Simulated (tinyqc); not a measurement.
# Permittivity and interlayer from two capacitances

Problem. A two-layer stack has Cox = eps0/(t1/e1 + t2/e2) and EOT = 3.9 eps0/Cox. Find e2, the EOT of layer 1 and, with e1 given, t1.

Values chosen for this exercise:
- e1 = 3.75 (relative permittivity of layer 1)

Constants: eps0 = 8.8541878128e-14 F/cm where lengths are in cm. Results are converted to the units shown.

Cox at t2 = 1.9 and 7.4 nm (uF/cm^2): [4.6600988, 2.0532494]

Answer. EOT is linear in t2 with slope 3.9/e2, and its intercept is the EOT of layer 1.

e2 = 22.8
EOT of layer 1 = 0.416 nm
t1 = 0.400 nm

Numbers from tinyqc (`OMP_NUM_THREADS=1 python tinyqc.py 2010163 2010164 out.jsonl`; about 0.01 s on one thread of a shared Intel Xeon 2.30GHz).
